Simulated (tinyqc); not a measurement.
## Trap density from the leakage

Problem. Trap-assisted leakage is J = q Nt times the integral over x of the rate through one trap. Find Nt, the areal density Nt t and the mean in-plane spacing (Nt t)^(-1/2).

Values chosen for this exercise: thickness t = 4.3 nm.

Constants: q = 1.602176634e-19 C. Results are converted to the units shown.

J = 9.6169145e-8 A/cm^2
integral of the rate over x = 2.0697951 nm/s

Answer. J is proportional to Nt.

Nt = 2.900e18 cm^-3
Nt t = 1.247e12 cm^-2
in-plane spacing = 8.955 nm

Program tinyqc, `OMP_NUM_THREADS=1 python tinyqc.py 2370085 2370086 out.jsonl`; Intel Xeon 2.30GHz, shared host, one thread, about 0.04 s.
